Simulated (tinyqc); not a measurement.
Worked calculation: double quantum well by finite differences. Values are carried at full precision from step to step, so a last printed digit may differ when a step is redone from the rounded ones.

Finite differences on points z_i at the centres of cells of width h: H_ii = (c/h^2)(1/m_(i-1/2) + 1/m_(i+1/2)) + V_i, H_(i,i+1) = -(c/h^2)/m_(i+1/2), where m_(i+1/2) is the mean of the masses at the two points (the end values are repeated outwards), psi = 0 on the points beyond both ends, c = hbar^2/2m0. The field adds e F (z - z0) with z0 the middle of the structure; 1 kV/cm = 1e-5 eV/angstrom.

Constants: hbar^2/2m0 = 3.80998211 eV angstrom^2.

Values chosen for the exercise (near those of a GaAs well in AlGaAs; shifted at random, so the results belong to these values and not to a real crystal): layers = ((66, 0.251, 0.0927), (88, 0, 0.0651), (44, 0.251, 0.0927), (110, 0, 0.0651), (66, 0.251, 0.0927)) (each layer: thickness in angstrom, band edge in eV, mass in m0); F = 25 kV/cm (field along z); h = 22 angstrom (cell width of the coarse grid); hf = 1.375 angstrom (cell width of the fine grid).

## The coarse grid

List the points, the potential with the field, and the masses.

Grid:
```
i   z (angstrom)   V (eV)  m (m0)
1           11.0   0.2070  0.0927
2           33.0   0.2125  0.0927
3           55.0   0.2180  0.0927
4           77.0  -0.0275  0.0651
5           99.0  -0.0220  0.0651
6          121.0  -0.0165  0.0651
7          143.0  -0.0110  0.0651
8          165.0   0.2455  0.0927
9          187.0   0.2510  0.0927
10         209.0   0.0055  0.0651
11         231.0   0.0110  0.0651
12         253.0   0.0165  0.0651
13         275.0   0.0220  0.0651
14         297.0   0.0275  0.0651
15         319.0   0.2840  0.0927
16         341.0   0.2895  0.0927
17         363.0   0.2950  0.0927
```

## The tridiagonal Hamiltonian

Form the diagonal and the neighbouring elements; V in the grid already includes the field.

diagonal H_ii (eV): [0.3768, 0.3823, 0.4027, 0.1932, 0.2198, 0.2253, 0.2097, 0.4302, 0.4357, 0.2262, 0.2528, 0.2583, 0.2638, 0.2482, 0.4687, 0.4593, 0.4648]

H_(i,i+1) (eV): [-0.0849, -0.0849, -0.0998, -0.1209, -0.1209, -0.1209, -0.0998, -0.0849, -0.0998, -0.1209, -0.1209, -0.1209, -0.1209, -0.0998, -0.0849, -0.0849]

## Lowest levels on the coarse grid

Diagonalise the symmetric tridiagonal matrix; give the three lowest levels and the weights u_i^2 (sum 1) of the two lowest.

levels (eV): [0.0118, 0.0390, 0.1038]

weights on the points:
```
             1      2      3      4      5      6      7      8      9     10     11     12
level 1  0.000  0.001  0.015  0.204  0.333  0.293  0.143  0.009  0.001  0.000  0.000  0.000
level 2  0.000  0.000  0.000  0.001  0.001  0.000  0.000  0.001  0.011  0.154  0.272  0.281

            13     14     15     16     17
level 1  0.000  0.000  0.000  0.000  0.000
level 2  0.193  0.083  0.005  0.000  0.000
```

## Halving the cell width

The same with h, h/2, ..., h/32. The end points move with h, since psi vanishes half a cell beyond the structure. Richardson value (4 E(h/32) - E(h/16))/3.

Convergence:
```
cell (angstrom)  points  E1 (eV)  E2 (eV)  E1 - finest (meV)
22.0000              17  0.01180  0.03903             -5.802
11.0000              34  0.01589  0.04171             -1.716
5.5000               68  0.01716  0.04254             -0.446
2.7500              136  0.01750  0.04276             -0.108
1.3750              272  0.01758  0.04282             -0.022
0.6875              544  0.01760  0.04283              0.000
```

Richardson values of E1, E2 (eV): [0.01761, 0.04283]

The coarse grid is 5.8 meV too low in E1. The last differences between rows shrink by a factor 4.0 (4 for a pure h^2 error, 2 for one linear in h).

## Positions and dipoles on the fine grid

With h sum psi^2 = 1: <z - z0> of three levels, |z_12| and |z_13|, the mass m1 from 1/m1 = <1|1/m|1>, and f_1j = (m1/c)(E_j - E_1) z_1j^2.

levels (eV): [0.0176, 0.0428, 0.1209]

<z - z0> (angstrom): [-79.3, 61.4, 24.2]

|z_12|, |z_13| (angstrom): [3.69, 13.06]

m1 = 0.0660 m0

f_12, f_13: [0.006, 0.305]

Parity is broken, so the 1-3 transition is allowed, with 51 times the strength of 1-2. E2 - E1 = 25.2 meV, a wavelength of 49.1 micrometre (hc = 1239.841984 eV nm).

## Checks

- E1 at zero field on the grid h/32 against transfer matrices between the same hard ends, eV: both 0.0268.

Program tinyqc; command `OMP_NUM_THREADS=1 python tinyqc.py 1252510 1252511 out.jsonl`; about 0.02 s on one thread of a shared Intel(R) Xeon(R) Processor @ 2.30GHz.
